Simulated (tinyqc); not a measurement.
Worked calculation: Luttinger-Kohn k.p, four valence bands. One step of it, computed by the program tinyqc.

Problem. Bloch Hamiltonian at k. P = c g1 k^2, Q = c g2 (kx^2 + ky^2 - 2 kz^2), R = c sqrt3 [-g2 (kx^2 - ky^2) + 2i g3 kx ky], S = 2 c sqrt3 g3 (kx - i ky) kz, c = hbar^2/2m = 3.809982 eV angstrom^2; rows [P+Q, -S, R, 0], [-S*, P-Q, 0, R], [R*, 0, P-Q, S], [0, R*, S*, P+Q]. The path ends lie at |k| = 0.07 1/angstrom.

Luttinger parameters chosen for this model; energies are counted downward from the top of the valence band:
```
parameter      value  unit
g1         11.050000
g2          2.550000
g3          4.500000
```

k point k (1/angstrom): 0.034000  -0.026000  0.038000

Give: H(k) at k.

Solution.

H(k) at k (eV), lower triangle (Hermitian):
```
                  3/2              1/2            -1/2    -3/2
3/2            0.1277
1/2   -0.0767+0.0587i           0.1482
-1/2  -0.0081+0.0525i           0.0000          0.1482
-3/2           0.0000  -0.0081+0.0525i  0.0767-0.0587i  0.1277
```
